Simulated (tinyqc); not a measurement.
Surface potential of a MOS transistor: implicit equation and explicit approximations: two steps of the calculation.

p-type body, charge-sheet picture, depletion and inversion only, full ionisation (an idealisation for deep acceptors), Boltzmann statistics (rough once Na exp(x - xn) passes about Nc/7). In units of Vt: xg = (Vg - Vfb)/Vt, x = psi/Vt, G = gamma/sqrt(Vt), xn = (2 phiF + Vc)/Vt. The implicit equation is (xg - x)^2 = G^2 [x - 1 + exp(x - xn)] for x above about 3. Cox = eps0 eox/tox.

Inputs (values chosen for the exercise); band and dielectric values close to those of silicon:
- T = 250 K (temperature)
- eox = 7.38 (relative permittivity of the gate insulator (close to silicon nitride))
- tox = 21 nm (insulator thickness)
- Vc = 0 V (channel-body voltage)

Constants: q = 1.602176634e-19 C, kB = 1.380649e-23 J/K, Vt = kB T/q, eps0 = 8.8541878128e-14 F/cm where lengths are in cm. Results are converted to the units shown.

Problem 1. New x. D = exp(x - xn), f = (xg - x)^2 - G^2 (x - 1 + D), f' = -2 (xg - x) - G^2 (1 + D), x(new) = x - f/f'.

x at the start = 40.61
G = 10.584260
xn = 44.315215
xg = 107.22575

Wanted: D; f; f'; x after iteration 1.

Solution 1.

D = 0.024595
f = -2.4692
f' = -248.01
x after iteration 1 = 40.600

Problem 2. Potential, charges and gate control. psi = Vt x; N_dep = Cox Vt G sqrt(x - 1)/q; N_inv = (Cox Vt G/q) [sqrt(x - 1 + exp(x - xn)) - sqrt(x - 1)]; dpsi/dVg = 1/[1 + G^2 (1 + exp(x - xn))/(2 (xg - x))].

converged x = 40.600044
G = 10.584260
xn = 44.315215
xg = 107.22575

Wanted: psi; N_dep; N_inv; dpsi/dVg.

Solution 2.

psi = 0.87466 V
N_dep = 2.7867e12 cm^-2
N_inv = 8.5669e8 cm^-2
dpsi/dVg = 0.53729

psi lies 3.7 Vt below 2 phiF + Vc.

Program tinyqc, `OMP_NUM_THREADS=1 python tinyqc.py 2122232 2122233 out.jsonl`; Intel Xeon 2.30GHz, shared host, one thread, about 0.01 s.
